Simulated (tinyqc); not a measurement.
Off-state leakage of single and stacked transistors: two steps of the calculation.

n-channel devices of unit width. Subthreshold current I(Vg, Vs, Vd) = I0 (T/300 K)^0.5 exp[(Vg - Vs - VT(T) - gb (Vs - Vb) + dd (Vd - Vs))/(nf Vt)] (1 - exp(-(Vd - Vs)/Vt)), VT(T) = VT - cT (T - 300 K). Gate-edge tunnelling Ig (Vd/1 V) exp(ag (Vd - 1 V)), for a gate at 0 V, and band-to-band leakage Ab u exp(-Bb/u), u = Vd - Vb + 1 V, flow at a drain held at V; both are taken as independent of T. In a stack of off transistors (all gates at 0 V) the same subthreshold current passes through each.

Values chosen for this exercise; values of the order met in bulk silicon logic transistors:

| symbol | value | unit | meaning |
|---|---|---|---|
| T | 378 | K | temperature |
| V | 1 | V | supply voltage |
| VT | 0.29 | V | threshold at 300 K, zero drain and body bias |
| cT | 0.6 | mV/K | fall of the threshold with temperature |
| I0 | 0.76 | uA/um | current at threshold at 300 K |
| nf | 1.32 |  | slope factor |
| dd | 0.11 |  | drain-induced lowering per volt |
| gb | 0.13 |  | rise of the threshold per volt of source-body bias |
| Ig | 0.0002 | uA/um | gate-edge tunnelling current at 1 V |
| ag | 5.4 | 1/V | exponential slope of the gate current |
| Ab | 200 | uA/(um V) | prefactor of band-to-band leakage at the drain |
| Bb | 23 | V | its exponential voltage |
| Vb | 0 | V | body voltage |

Constants: q = 1.602176634e-19 C, kB = 1.380649e-23 J/K, Vt = kB T/q. Results are converted to the units shown.

Question 1. Leakage of one transistor. Vg = Vs = 0, Vd = V; effective threshold VT(T) - gb Vb - dd V.

Give: effective threshold; parts; total; shares.

Answer 1.

effective threshold = 0.13320 V
parts (nA/um): subthreshold 38.513, gate edge 0.20000, band-to-band 4.0520
total = 42.765 nA/um
shares (%): subthreshold 90.057, gate edge 0.46768, band-to-band 9.4752

The subthreshold part is the largest.

Question 2. New Vx. Stack of two, Vx the node between them: I_low = I(0, 0, Vx), I_up = I(0, Vx, V), f = ln(I_up/I_low), f' = -(1 + gb + 2 dd)/(nf Vt) - 1/(Vt (exp(Vx/Vt) - 1)) - 1/(Vt (exp((V - Vx)/Vt) - 1)), Vx(new) = Vx - f/f'.

Vx at the start = 0.081 V

Find: I_low; I_up; f; f'; Vx after iteration 1.

Answer 2.

I_low = 3.364 nA/um
I_up = 3.725 nA/um
f = 0.1020
f' = -34.18 1/V
Vx after iteration 1 = 0.08398 V

Computed by the program tinyqc: `OMP_NUM_THREADS=1 python tinyqc.py 2242123 2242124 out.jsonl`, one thread of a shared Intel Xeon 2.30GHz, about 0.03 s for the whole run.
